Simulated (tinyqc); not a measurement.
Koster-Slater impurity in an sp3s* host, step by step. Values are carried at full precision from step to step, so a last printed digit may differ when a step is redone from the rounded ones.

sp3s* tight binding, nearest neighbours only: anion (a) at 0, cation (c) at a/4 (1,1,1), orbitals s, px, py, pz, s* on each; k in units of 2 pi/a. With phases e_j = exp(i (pi/2) k.n_j) for n = (1,1,1), (1,-1,-1), (-1,1,-1), (-1,-1,1): g0 = (e1+e2+e3+e4)/4, g1 = (e1+e2-e3-e4)/4, g2 = (e1-e2+e3-e4)/4, g3 = (e1-e2-e3+e4)/4. The diagonal holds the levels Esa, Epa, Exa (s*) and Esc, Epc, Exc. Anion-cation block: <sa|sc> = Vss g0; <sa|xc> = Vsapc g1; <xa|sc> = -Vscpa g1; <xa|xc> = Vxx g0; <xa|yc> = <ya|xc> = Vxy g3, <xa|zc> = <za|xc> = Vxy g2, <ya|zc> = <za|yc> = Vxy g1; <s*a|xc> = Vxapc g1; <xa|s*c> = -Vpaxc g1; y and z take g2 and g3 in place of g1; s-s* and s*-s* vanish.

Parameters, chosen for this exercise (out of a larger set: near a published set for Si; not measured data):
```
symbol  value                                                                                       unit  meaning
p       (-4.248, 1.697, -4.248, 1.697, 6.682, 6.682, -8.213, 1.699, 4.575, 5.7, 5.7, 5.426, 5.426)  eV    order Esa, Epa, Esc, Epc, Exa, Exc, Vss, Vxx, Vxy, Vsapc, Vscpa, Vxapc, Vpaxc
N       4                                                                                                 mesh
V       -7                                                                                          eV    shift of the s level
```

## The gap of the host

Gaps from the top of the valence band to Gamma, to the minimum on (x,0,0) from 0.5 to 1, and to L; the smallest is Eg.

top of the valence band on the scale of the parameters = -0.0020 eV

gaps (eV): Gamma 3.3980, Delta 1.1053, L 2.4024

Eg (smallest gap of the host) = 1.1053 eV

## Where the weight lies

A defect on an anion site (a) shifts the s level there by Vs or the three p levels by Vp and leaves the rest. A level in the gap solves 1/Vs = G_s(E) (symmetry A1) or 1/Vp = G_p(E) (T2, threefold), with G(E) = (1/N^3) sum over k and bands of w/(E - e), where w is the weight of the state on the s orbital of that site, or the mean weight on its px, py, pz. Mesh: k = f1 (-1,1,1) + f2 (1,-1,1) + f3 (1,1,-1), f = (j + 1/2)/N, j = 0 to N - 1. Energies from the top of the valence band at Gamma; the s* orbital of the site is left as it is. An infinite shift removes the s or p orbitals, the model of the ideal vacancy: G(E) = 0.

For each band: mean energy over the mesh and summed weights; each column of weights adds to one.

Bands:
```
band  mean energy (eV)  s weight  p weight
1              -10.121    0.4144    0.0261
2               -6.155    0.1978    0.0897
3               -2.260    0.0061    0.1643
4               -1.831    0.0017    0.1659
5                1.714    0.0793    0.0783
6                2.600    0.2381    0.0438
7                5.245    0.0038    0.1635
8                5.664    0.0129    0.1576
9                9.699    0.0296    0.0457
10              10.515    0.0161    0.0651
```

The filled bands hold 0.620 of the s orbital and 0.446 of each p orbital of the anion. Filled states add positive terms to G in the gap and empty ones negative terms.

## Green functions across the gap

G at nine energies E = Eg j/8.

G(E) (1/eV):
```
E (eV)       G_s       G_p
0.0000  -0.07626   0.09409
0.1382  -0.08896   0.06061
0.2763  -0.10352   0.03430
0.4145  -0.12061   0.01050
0.5526  -0.14126  -0.01305
0.6908  -0.16722  -0.03829
0.8290  -0.20175  -0.06789
0.9671  -0.25222  -0.10729
1.1053  -0.34221  -0.17348
```

Both fall with E, as dG/dE = -sum w/(E - e)^2 demands. G_s keeps its sign, so the vacancy has no level of this symmetry in the gap. G_p changes sign, so the vacancy has a level of this symmetry in the gap.

## A first estimate from the table

A defect that shifts the s level of its anion site by V has a level where the host Green function G_s(E) equals 1/V; E is counted from the top of the valence band. Find it by linear interpolation between the two rows that bracket it.

1/V = -0.14286 1/eV
estimated level = 0.561 eV

## The level and its weight on the defect

Solve by bisection with the full sum. The weight of the bound state on the shifted orbital is G^2/(-G'), which is also dE/dV.

level = 0.5622 eV
G'(E) = -0.16860 1/eV^2
weight on the defect orbital = 0.1210

The level lies 0.562 eV above the valence band and 0.543 eV below the conduction band. Only 12.1 % of it sits on the shifted orbital, the rest on other orbitals (the s* of the same site among them), so a shift of 1 eV moves the level by about 121 meV.

## Checks

- Sum of the s weights over all bands against one: both 1.00000.
- First moment of the s weights against the s level of the site, on the scale of the parameters: both -4.24800.

Program tinyqc; command `OMP_NUM_THREADS=1 python tinyqc.py 1480797 1480798 out.jsonl`; about 0.1 s on one thread of a shared Intel(R) Xeon(R) Processor @ 2.30GHz.
